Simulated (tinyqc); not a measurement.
# Threshold-voltage variability of a planar MOSFET, analytic estimates, step by step

tinyqc, about 0.01 s, one thread, Intel Xeon 2.30GHz (shared host): `OMP_NUM_THREADS=1 python tinyqc.py 2090165 2090166 out.jsonl` Printed values are rounded.

Three independent sources add in quadrature: random dopants in the depleted layer, metal-gate grains of two orientations, and roughness of the two gate edges acting through the roll-off VT = VT(long) - Vr exp(-L/l). These are first-order estimates: no three-dimensional electrostatics, no percolation.

Parameters, values chosen for the exercise; material values close to those of silicon:
- T = 250 K (temperature)
- Eg = 1.1 eV (band gap)
- eps_r = 11.9 (relative permittivity of the semiconductor)
- Nc = 2.12e19 cm^-3 (conduction-band density of states at T)
- Nv = 2.05e19 cm^-3 (valence-band density of states at T)
- Na = 4.1e17 cm^-3 (channel doping)
- ti = 1.2 nm (oxide-equivalent thickness in inversion)
- L = 16 nm (gate length)
- W = 17 nm (gate width)
- G = 4 nm (metal grain size)
- dW = 0.3 eV (work-function difference of the two grain orientations)
- p = 0.3 (share of the orientation of higher work function)
- De = 0.9 nm (rms roughness of one gate edge)
- La = 20 nm (correlation length of the roughness)
- l = 3.5 nm (decay length of the threshold roll-off)
- Vr = 2.1 V (prefactor of the roll-off)
- n = 1.48 (subthreshold factor)
- gI = 20 1/V (gm/I of a matched pair)
- sb = 2.6 % (spread of the gain factor of one device)
- Nb = 65536 (number of cells)
- Y = 0.99 (wanted yield)

Constants: q = 1.602176634e-19 C, kB = 1.380649e-23 J/K, Vt = kB T/q, eps0 = 8.8541878128e-14 F/cm where lengths are in cm. Results are converted to the units shown.

Range of the model: The depleted region holds only about 6.1 dopants, so the spread is not Gaussian. The depletion depth exceeds L, so source and drain share much of the charge and the dopant estimate is rough. gI s exceeds 0.2, so the linear formula for the current mismatch is only a rough guide.

## Random dopants

ni = sqrt(Nc Nv) exp(-Eg/(2 Vt)), Eg in volts; Cox = 3.9 eps0/ti; Wd = sqrt(4 eps0 eps_r Vt ln(Na/ni)/(q Na)); dopants: s1 = (q/Cox) sqrt(Na Wd/(3 L W)). The slope A1 = s1 sqrt(L W); mean number of dopants Na L W Wd.

Cox = 2.877611 uF/cm^2
Wd = 54.64185 nm
mean number of dopants = 6.093659
A1 = 0.4811409 mV um
s1 = 29.17345 mV

Counting alone, 1/sqrt(N) of the depletion voltage q Na Wd/Cox = 125 mV, would give sqrt(3) times more: dopants deep in the layer act less on the surface.

## Metal grains and edge roughness

Grains: Ng = L W/G^2 (at least 1), s2 = dW sqrt(p (1 - p)/Ng). Edges, with exponential correlation and u = W/La: the mean gate length has sL^2 = 2 De^2 (2/u)[1 - (1 - exp(-u))/u]; s3 = sL (Vr/l) exp(-L/l).

Ng = 17
s2 = 33.34314 mV
sL = 1.115369 nm
dVT/dL = 6.205904 mV/nm
s3 = 6.921872 mV

## Total spread, mismatch and leakage

s = sqrt(s1^2 + s2^2 + s3^2). For a pair: s(dVT) = sqrt(2) s; current mismatch sqrt(2) sqrt((gI s)^2 + sb^2); input offset = current mismatch/gI. For a Gaussian VT the off current is log-normal with mean/median = exp(s^2/(2 (n Vt)^2)).

s = 44.84158 mV
s(dVT) = 63.41557 mV
current mismatch = 126.8844 %
input offset = 63.44222 mV
mean/median of Ioff = 2.688461

The grains give 55.3 % of the variance; without them s would be 30.0 mV. A current mismatch this large is beyond the linear estimate.

## Iteration 1: margin in standard deviations for the wanted yield

k at the start = 3

Cells fail independently with probability Q(k) = erfc(k/sqrt(2))/2 when the margin is k standard deviations, and Y = exp(-Nb Q(k)). phi = exp(-k^2/2)/sqrt(2 pi). Newton steps on ln Q(k) = ln(-ln(Y)/Nb): k(new) = k + [ln Q - ln(-ln(Y)/Nb)] Q/phi.

Q(k) = 0.001349898
phi = 0.004431848
k after iteration 1 = 5.766526

## Iteration 2: margin in standard deviations for the wanted yield

As before.

Q(k) = 4.046111e-9
phi = 2.399669e-8
k after iteration 2 = 5.153623

## Course of the iteration: margin in standard deviations for the wanted yield

Stop when k changes by less than 1e-9, or after 30 iterations.

Course of the iteration:
```
iteration         k  |change|
1          5.766526      2.77
2          5.153623     0.613
3          5.119382    0.0342
4          5.119275   1.07e-4
5          5.119275   1.05e-9
6          5.119275   < 1e-12
```

Converged in 6 iterations. At the end the number of correct digits about doubles with each step. With s(dVT) = 63.4 mV, 5.12 standard deviations are 325 mV.
